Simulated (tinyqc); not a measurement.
Free and nearly free electrons in a metal, step by step. Values are carried at full precision from step to step, so a last printed digit may differ when a step is redone from the rounded ones.

The cubic cell holds 4 atoms: n = 4 z/a^3, kF = (3 pi^2 n)^(1/3), EF = c kF^2/m, vF = 2 c kF/(m hbar), c = hbar^2/2m0; rs = (3/(4 pi n))^(1/3)/a0; D(EF) = 3 n/(2 EF).

Constants: hbar^2/2m0 = 3.80998211 eV angstrom^2; hbar = 6.58211957e-16 eV s; a0 (Bohr radius) = 0.5291772105 angstrom; kB = 8.617333262e-05 eV/K.

Inputs chosen for the exercise (near those of Al; not measured data):

| symbol | value | unit | meaning |
|---|---|---|---|
| a | 4.029 | angstrom | fcc lattice constant |
| z | 3 |  | free electrons an atom |
| m | 1 | m0 | mass |
| rho | 2.76 | micro-ohm cm | bulk resistivity |
| T | 300 | K |  |
| V | 0.7 | eV | \|V_G\| for G = (111) |
| x | 0.86 |  | k along G as a share of \|G\|/2 |

## The Fermi sphere

Evaluate the free-electron quantities.

n = 0.18348 1/angstrom^3
kF = 1.7579 1/angstrom
EF = 11.774 eV
vF = 2.035e+06 m/s
rs = 2.063
D(EF) per atom = 0.3822 1/eV

## Relaxation time and mean free path

Drude: 1/rho = n e^2 tau/(m m0) with e = 1.602176634e-19 C and m0 = 9.1093837e-31 kg; mean free path l = vF tau; rho l = hbar kF/(n e^2) = 12 pi^3 hbar/(e^2 S) with S = 4 pi kF^2 does not depend on tau or m.

Use SI units: n in 1/m^3 (1e30 per 1/angstrom^3), rho in ohm m (1e-8 per micro-ohm cm).

tau = 7.01 fs
l = 14.26 nm
rho l = 3.936 1e-16 ohm m^2

Wires lose conductivity to surfaces and grain boundaries, with an excess that scales as rho l over the width and is of the order of rho itself at a width of l = 14 nm.

## Thermal quantities

gamma = (pi^2/3) kB^2 D(EF) per atom, times 96485.33 x 1e3 for mJ/(mol K^2); mu(T) = EF (1 - (pi kB T/EF)^2/12); Wiedemann-Franz kappa = L0 T/rho with L0 = (pi^2/3) (kB/e)^2, kB/e in V/K.

gamma = 0.901 mJ/(mol K^2)
mu - EF = -0.0467 meV
kappa = 266 W/(m K)

## The sphere against the zone faces

Take G = (hkl) 2 pi/a for (111), (200) and (220), with the number of equivalent faces. The Bragg plane of G lies at |G|/2 with |G| = (2 pi/a) sqrt(h^2 + k^2 + l^2). Where kF exceeds it, the sphere cuts the plane in a circle of radius sqrt(kF^2 - G^2/4).

Distance and circle for each G:

| G | faces | \|G\|/2 (1/angstrom) | kF/(\|G\|/2) | circle radius |
|---|---|---|---|---|
| (111) | 8 | 1.3506 | 1.3016 | 1.1253 |
| (200) | 6 | 1.5595 | 1.1273 | 0.8114 |
| (220) | 12 | 2.2055 | 0.7971 | - |

The sphere crosses the (111) and (200) faces, so electrons spill into higher zones.

## Two plane waves near the face

Two plane waves k and k - G, G = (111) (2 pi/a): H = [[c k^2/m, V], [V, c (k - G)^2/m]] with c = hbar^2/2m0.

Build H for k along G, diagonalise, and give the weight of the first wave in the lower state and its velocity along G relative to a free electron, (w k + (1 - w)(k - G))/k.

H (eV):
```
        1       2
1  5.1398  0.7000
2  0.7000  9.0315
```

levels (eV): 5.0177  9.1536

w = 0.9705
v/v_free = 0.9314

The splitting is 4.136 eV here and 2V = 1.4 eV on the face, where the normal velocity vanishes. There the lower band lies at 6.249 eV and the upper at 7.649 eV, both below the free EF of 11.774 eV: the face centre is filled in both bands and band 2 holds electrons here, while band 1 may keep holes at the zone corners.

## Checks

- Lower level against the closed form of the 2 x 2 problem (eV): both 5.0177.
- The product rho l against hbar kF/(n e^2) (1e-16 ohm m^2): both 3.936.

(tinyqc, `OMP_NUM_THREADS=1 python tinyqc.py 1681378 1681379 out.jsonl`, Intel(R) Xeon(R) Processor @ 2.30GHz, 1 thread, shared host, about 0.01 s.)
